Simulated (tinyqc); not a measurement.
# Input admittance of a MOSFET at zero drain bias: distributed channel and distributed gate: effects of single changes

Source and drain grounded, strong inversion, w = 2 pi f, Cox = eps0 eox/tox. The channel is an RC line of resistance 1/(mu Cox Vo) per square fed from both ends, so one finger has the intrinsic admittance y = i w Cox L tanh(g)/g per width, g = (1/2) sqrt(i w tau), tau = L^2/(mu Vo). The vertical resistance rv/L is in series with y, the overlaps 2 i w Cov in parallel: y_t = 1/(1/y + rv/L) + 2 i w Cov. The gate strip is a line of Rsh/L per length loaded by y_t, so a finger has Y = y_t Wf tanh(k)/k, k = (Wf/sd) sqrt(y_t Rsh/L); the device has Nf Y.

Values chosen for this exercise; values of the order met in silicon radio-frequency transistors: relative permittivity of the gate insulator (close to silicon dioxide) eox = 3.9; insulator thickness tox = 2.1 nm; channel length L = 0.63 um; finger width Wf = 13 um; number of fingers Nf = 4; channel mobility mu = 410 cm^2/(V s); gate overdrive Vo = 0.33 V; sheet resistance of the gate Rsh = 5.1 ohm/square; vertical resistivity of the gate stack rv = 0 ohm um^2; number of ends at which a finger is contacted sd = 2; overlap and fringe capacitance on each side Cov = 0.25 fF/um; frequency f = 40 GHz.

Constants: eps0 = 8.8541878128e-14 F/cm where lengths are in cm. Results are converted to the units shown.

Each table varies one quantity; the others keep the values above.

## Input impedance against frequency

Low-frequency limits, with c = Cox L and ct = c + 2 Cov: R_strip = Rsh Wf/(3 sd^2 L Nf), R_ch = (c/ct)^2 L/(12 mu Cox Vo Wf Nf), R_vert = (c/ct)^2 rv/(L Wf Nf), C = ct Wf Nf. Z = 1/(Nf Y) = R + 1/(i w C), Q = |Im Z|/R, far-point signal |1/cosh k|.

The same in every row: low-frequency R (ohm) = 6.322.

Results:
```
f (GHz),w tau,|k|,R (ohm),C (fF),Q,signal at the far point
0.4,0.07373,0.09662,6.322,564.7,111.5,1.000
0.9,0.1659,0.1449,6.322,564.7,49.54,0.9998
2,0.3686,0.2160,6.322,564.5,22.30,0.9991
5,0.9216,0.3409,6.319,563.7,8.936,0.9947
10,1.843,0.4792,6.309,560.9,4.497,0.9796
30,5.529,0.7856,6.218,534.1,1.597,0.8733
60,11.06,0.9850,5.988,468.4,0.9456,0.7486
300,55.29,1.423,4.046,196.2,0.6683,0.5382
```

Estimate the missing row, f = 100 GHz.

Computed row:
```
f (GHz),w tau,|k|,R (ohm),C (fF),Q,signal at the far point
100,18.43,1.105,5.603,379.7,0.7480,0.6739
```

With this row back in the table: R falls from 6.32 to 4.05 ohm and C falls from 565 to 196 fF. Q goes as f^(-1.00) between the first two rows and f^(-0.10) between the last two, where w tau = 55.3 and |k| = 1.42. The low-frequency limits hold both R and C within 5 % up to f = 10 GHz among the rows.

## Effect of the channel length

Same model as above.

Effect of the channel length:
```
L (um),w tau,|k|,R (ohm),low-frequency R (ohm),C (fF),Q,signal at the far point
0.03,0.01672,1.339,45.18,46.09,48.30,1.823,0.8055
0.058,0.06249,1.165,23.71,23.99,72.67,2.309,0.8726
0.11,0.2248,1.066,12.93,13.04,116.7,2.636,0.9005
0.22,0.8991,1.005,7.434,7.502,209.1,2.559,0.8982
0.42,3.277,0.9540,5.840,5.919,371.6,1.833,0.8537
0.8,11.89,0.7854,6.684,7.075,585.2,1.017,0.8280
1.6,47.55,0.5193,7.436,11.96,568.2,0.9416,0.9116
3,167.2,0.3799,6.920,21.64,563.2,1.021,0.9524
```

As L goes from 0.03 to 3, R moves up and down between 5.84 and 45.2 ohm, C goes from 48.3 through a maximum of 585 (at L = 0.8 among the rows listed) to 563 fF and Q moves up and down between 0.942 and 2.64.

tinyqc, about 0.01 s, one thread, Intel Xeon 2.30GHz (shared host): `OMP_NUM_THREADS=1 python tinyqc.py 2262045 2262046 out.jsonl`
